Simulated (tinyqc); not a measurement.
Changing the absorbed power P: global model of a low-pressure process discharge: electron temperature, density, ion flux and ion energy. Computed by tinyqc, a small Python program. Command: `OMP_NUM_THREADS=1 python tinyqc.py 3111115 3111116 out.jsonl plasma sweep`. One thread of a shared host (Intel(R) Xeon(R) Processor @ 2.30GHz), about 0.01 s of CPU time with the checks.

Maxwellian electrons with temperature T_e in eV, one positive ion, no negative ions, uniform bulk density n; rate constants have the Arrhenius form.

Inputs (values chosen for the exercise, of the order of those of an inductive discharge in a simple atomic gas):
```
quantity                          value   unit
ion mass M                           19      u
ionisation prefactor K0         3.2e-14  m^3/s
ionisation energy E_iz             12.6     eV
excitation prefactor X0         2.6e-14  m^3/s
excitation energy E_ex             8.58     eV
elastic rate constant K_el      7.2e-14  m^3/s
ion-neutral cross section       1.2e-18    m^2
pressure p                          1.9     Pa
gas temperature T_g                 600      K
radius R                             13     cm
height L                            5.9     cm
bias power P_b                       93      W
radius of the biased electrode        5     cm
bias frequency                       27    MHz
```

Constants: k_B = 1.380649e-23 J/K; e = 1.602176634e-19 C; u = 1.6605390666e-27 kg; m_0 = 9.1093837015e-31 kg; eps_0 = 8.8541878128e-12 F/m.

Method:
- n_g = p/(k_B T_g); lambda_i = 1/(n_g sigma); h_L = 0.86/sqrt(3 + L/(2 lambda_i)), h_R = 0.8/sqrt(4 + R/lambda_i); A_eff = 2 pi R^2 h_L + 2 pi R L h_R; d_eff = pi R^2 L/A_eff.
- Particle balance: K0 exp(-E_iz/T_e) n_g d_eff = u_B, u_B = sqrt(e T_e/M).
- Root found by bracketing.
- E_c = E_iz + (X0 exp(-E_ex/T_e) E_ex + K_el (3 m_0/M) T_e)/K_iz; wall potential V_s = (T_e/2) ln(M/(2 pi m_0)); E_T = E_c + 2 T_e + T_e/2 + V_s; n = P/(e u_B A_eff E_T); ion current density J = e h_L n u_B; ionised share n/n_g.
- All bias power goes to ions: V_b = P_b/(J pi r^2). Debye length at the sheath edge lambda_D = sqrt(eps_0 T_e/(e h_L n)); Child-law sheath s = (sqrt2/3) lambda_D (2 V/T_e)^(3/4), V = V_b + V_s; ion transit time tau_i = 3 s sqrt(M/(2 e V)); collisions in the sheath s/lambda_i.

One run for each value; columns: (1) absorbed power P (W); (2) plasma density n (1/cm^3); (3) bias voltage V_b (V); (4) sheath width s (mm); (5) transit time over bias period:
```
(1)          (2)     (3)     (4)     (5)
60    4.8274e+10  1706.0  11.334  6.9537
110   8.8503e+10   930.5   5.333  4.4190
210   1.6896e+11   487.4   2.394  2.7276
400   3.2183e+11   255.9   1.085  1.6901
750   6.0343e+11   136.5   0.507  1.0636
1400  1.1264e+12    73.1   0.243  0.6759
2700  2.1723e+12    37.9   0.116  0.4243
5000  4.0228e+12    20.5   0.061  0.2787
```

Over the rows, plasma density n (1/cm^3) rises from 4.83e10 to 4.02e12 (exponent d ln y / d ln x about 1.00 throughout); bias voltage V_b (V) falls from 1710 to 20.5 (exponent d ln y / d ln x about -1.0 throughout); sheath width s (mm) falls from 11.3 to 0.0608 (exponent d ln y / d ln x -1.2 between the first rows and -1.0 between the last). The exponent of plasma density n stays at 1: the power balance is linear in n. The exponent of bias voltage V_b stays at -1: more ions share the bias power.
